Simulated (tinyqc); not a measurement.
Metal gate on a two-layer dielectric stack with fixed charge and a dipole: two steps of the calculation.

Gate, layer 2, layer 1, p-type semiconductor; x runs from the gate inwards. Charges are counted in units of +q. psi is the band bending at the surface, positive towards inversion. Classical charge, Boltzmann statistics, no interface traps.

Parameters, values chosen for the exercise; band and dielectric values close to those of silicon, layer 1 close to silicon dioxide, layer 2 close to zirconium oxide:
```
symbol    value   unit                                               meaning
T           350      K                                           temperature
Eg         1.13     eV                                              band gap
eps_r      11.8                                        relative permittivity
Nc      3.53e19  cm^-3                conduction-band density of states at T
Nv       3.4e19  cm^-3                   valence-band density of states at T
chi        4.08     eV                                     electron affinity
Na       2.2e17  cm^-3                                      acceptor density
pM         4.76     eV                       work function of the gate metal
t1          1.5     nm       thickness of layer 1, next to the semiconductor
e1         3.92                             relative permittivity of layer 1
t2          2.2     nm                thickness of layer 2, next to the gate
e2         25.3                             relative permittivity of layer 2
Q1       1.3e11  cm^-2           fixed charge at the semiconductor interface
Q2       4.4e12  cm^-2                       fixed charge between the layers
r1            0  cm^-3                     uniform charge density in layer 1
r2            0  cm^-3                     uniform charge density in layer 2
Vd            0      V  flat-band shift by a dipole layer between the layers
```

Constants: q = 1.602176634e-19 C, kB = 1.380649e-23 J/K, Vt = kB T/q, eps0 = 8.8541878128e-14 F/cm where lengths are in cm. Results are converted to the units shown.

Problem 1. Flat-band voltage, term by term. EOT = 3.9 (t1/e1 + t2/e2), Cox = eps0/(t1/e1 + t2/e2); phi_ms = pM - (chi + Eg - Vt ln(Nv/Na)). Vfb = phi_ms + Vd - (q/eps0) [Q1 (t1/e1 + t2/e2) + Q2 t2/e2 + r1 (t1^2/(2 e1) + t1 t2/e2) + r2 t2^2/(2 e2)]: each charge counts with its electrical distance from the gate.

Give: terms; Vfb.

Solution 1.

terms (V): phi_ms -0.29798, dipole 0.00000, Q1 -0.01105, Q2 -0.06923, r1 0.00000, r2 0.00000
Vfb = -0.37826 V

Apart from phi_ms the largest term is that of Q2, -69.2 mV; all charges and the dipole together move Vfb by -80.3 mV.

Problem 2. Threshold voltage. ni = sqrt(Nc Nv) exp(-Eg/(2 Vt)), Eg in volts, pB = Vt ln(Na/ni), Vth = Vfb + 2 pB + sqrt(4 q eps0 eps_r Na pB)/Cox.

Vfb = -0.37825599 V
Cox = 1.8854359 uF/cm^2

Give: ni; pB; depletion charge; Vth.

Solution 2.

ni = 2.535e11 cm^-3
pB = 0.4124 V
depletion charge = 0.2465 uC/cm^2
Vth = 0.5773 V

Program tinyqc, `OMP_NUM_THREADS=1 python tinyqc.py 2010138 2010139 out.jsonl`; Intel Xeon 2.30GHz, shared host, one thread, about 0.01 s.
